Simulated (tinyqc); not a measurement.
Tight binding, honeycomb lattice, step by step. One step of it, computed by the program tinyqc.

Question. Bloch Hamiltonian at K. H_AB = -t1 (1 + exp(-i k.a1) + exp(-i k.a2)); H_AA = delta - 2 t2 sum cos(k.b + phi), H_BB = -delta - 2 t2 sum cos(k.b - phi), b = a1, a2 - a1, -a2.

Parameters chosen for this model:
```
parameter     value                        unit
t1         1.790000                 eV, nearest
t2         0.100000       eV, second neighbours
phi        1.570000  rad, phase of t2 (Haldane)
delta             0          eV, +/- on A and B
```

k point K (fractions of the reciprocal vectors): 0.333333  0.666667

Give: H(k) at K.

Answer.

H(k) at K (eV):
```
        A        B
A  0.5199   0.0000
B  0.0000  -0.5194
```
